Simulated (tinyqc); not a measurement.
# Gate sheet resistance from two finger widths

Problem. At low frequency R = Rsh Wf/(3 L) + B/Wf, where B collects the channel and vertical terms. Find Rsh, B and the width of lowest R.

Values chosen for this exercise:
```
symbol,value,unit,meaning
L,0.68,um,channel length
```

input resistance of single fingers, contacted at one end, of width 1.7 and 5 um (ohm): 44.264706  21.552941

Solution. R Wf is a straight line in Wf^2; the minimum of R lies where both terms are equal.

Rsh = 3.00 ohm/square
B = 71.0 ohm um
width of lowest R = 6.95 um

Program tinyqc, `OMP_NUM_THREADS=1 python tinyqc.py 2262113 2262114 out.jsonl`; Intel Xeon 2.30GHz, shared host, one thread, about 0.01 s.
